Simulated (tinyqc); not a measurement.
## Trap density from the barrier height

Inverse problem. In a partly depleted grain with all boundary traps filled, 2 N W = Qt and VB = q N W^2/(2 eps0 eps_r). Find Qt, W and the doping at which VB would equal Vt.

Values chosen for this exercise:

| symbol | value | unit | meaning |
|---|---|---|---|
| T | 300 | K | temperature |
| eps_r | 11.7 |  | relative permittivity |

Constants: q = 1.602176634e-19 C, kB = 1.380649e-23 J/K, Vt = kB T/q, eps0 = 8.8541878128e-14 F/cm where lengths are in cm. Results are converted to the units shown.

doping = 6.4e17 cm^-3
barrier height = 0.087297877 V

Answer. Eliminating W gives VB = q Qt^2/(8 eps0 eps_r N), which falls as 1/N.

Qt = 1.700e12 cm^-2
W = 13.28 nm
doping for VB = Vt = 2.161e18 cm^-3

tinyqc, about 0.01 s, one thread, Intel Xeon 2.30GHz (shared host): `OMP_NUM_THREADS=1 python tinyqc.py 2830161 2830162 out.jsonl`
